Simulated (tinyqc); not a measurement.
Charge stability of a double quantum dot, constant-interaction model with a charge sensor: one step of the calculation.

Capacitance matrix C = [[C1, -Cm], [-Cm, C2]], C1 = G1 + X1 + Cm + L1, C2 = G2 + X2 + Cm + L2. Gate charges n1 = (G1 V1 + X1 V2)/q, n2 = (X2 V1 + G2 V2)/q. The state (N1, N2) has U = (1/2) d^T E d with d = (N1 - n1, N2 - n2) and E = q^2 C^(-1). Leads at 0 V; no tunnel coupling, spin or level spacing. The sensor reads s1 <N1> + s2 <N2>.

Problem. Triple points. The states (0,0), (1,0), (0,1) meet where E n = (EC1/2, EC2/2), and (1,1), (1,0), (0,1) where E n = (EC1/2 + ECm, EC2/2 + ECm); the gate voltages follow from n.

Inputs (values chosen for the exercise):
- G1 = 10 aF (gate 1 to dot 1)
- G2 = 10 aF (gate 2 to dot 2)
- X1 = 2.7 aF (gate 2 to dot 1)
- X2 = 2.9 aF (gate 1 to dot 2)

Constants: q = 1.602176634e-19 C. Results are converted to the units shown.

E (meV):
```
           1          2
1  2.5996878  0.7323064
2  0.7323064  2.7136022
```

Find: gate charges; gate voltages; distance between the points.

Solution.

gate charges:
```
                    n1      n2
electron point  0.3887  0.3951
hole point      0.6113  0.6049
```

gate voltages (mV):
```
                   V1     V2
electron point  4.902  4.909
hole point      7.787  7.433
```

distance between the points = 3.833 mV

The line between the two points is the (1,0)-(0,1) transition, where an electron moves from dot to dot.

Computed by the program tinyqc: `OMP_NUM_THREADS=1 python tinyqc.py 2470112 2470113 out.jsonl`, one thread of a shared Intel Xeon 2.30GHz, about 0.01 s for the whole run.
